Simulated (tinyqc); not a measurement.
Metal-induced gap states at the contact of a metal chain and a two-band chain: one step. Decay in the gap. Two cases, with inputs chosen for the exercise.

Question. Form cosh(q a), l = exp(-q a), q and the decay length 1/(2q) of the density.

The semiconductor alternates sites A at -Eg/2 and C at +Eg/2 with hopping -t; the gap runs from -Eg/2 to Eg/2. In the gap cosh(q a) = 1 + (Eg^2/4 - E^2)/(2 t^2) and the amplitude changes by -exp(-q a) a period. The metal has site energy 0 and hopping -tm; its end site has g_m = (E - i sqrt(4 tm^2 - E^2))/(2 tm^2). Sites 1, 2, ... count into the semiconductor, with energies e1, e2 alternating. The clean half chain has g1 = 1/(E - e1 - t^2 g2), g2 = 1/(E - e2 - t^2 g1), decaying root. With the contact G11 = 1/(1/g1 - tc^2 g_m), and the density on site j is -Im G_jj/pi = |psi_j/psi_1|^2 (-Im G11/pi), per spin, with psi_2/psi_1 = -t g2, psi_3/psi_2 = -t g1.

Case 1.

Values chosen (gap and optical dielectric constant near those of Si; the chain itself is a model; shifted at random, so the results belong to these values and not to a real crystal):
- Eg = 1.18 eV (gap)
- t = 2.21 eV (hopping in the semiconductor)
- a = 3.84 angstrom (period (two sites); one chain for each area a^2)
- E = -0.21 eV (energy from mid-gap)

Case 2.

Values chosen (gap and optical dielectric constant near those of HfO2; the chain itself is a model; shifted at random, so the results belong to these values and not to a real crystal):
- Eg = 5.66 eV (gap)
- t = 2.25 eV (hopping in the semiconductor)
- a = 3.6 angstrom (period (two sites); one chain for each area a^2)
- E = -1.19 eV (energy from mid-gap)

Give: cosh(q a); l; q; xi, the decay length of the density.

Answer.

Case 1.

cosh(q a) = 1.03112
l = 0.77970
q = 0.06480 1/angstrom
xi, the decay length of the density = 7.716 angstrom

Case 2.

cosh(q a) = 1.65114
l = 0.33727
q = 0.30191 1/angstrom
xi, the decay length of the density = 1.656 angstrom

Computed by tinyqc, one run a case: `OMP_NUM_THREADS=1 python tinyqc.py N N+1 out.jsonl` with N = 1480332, 1480469; one thread of a shared Intel(R) Xeon(R) Processor @ 2.30GHz, about 0.01 s a run at most.
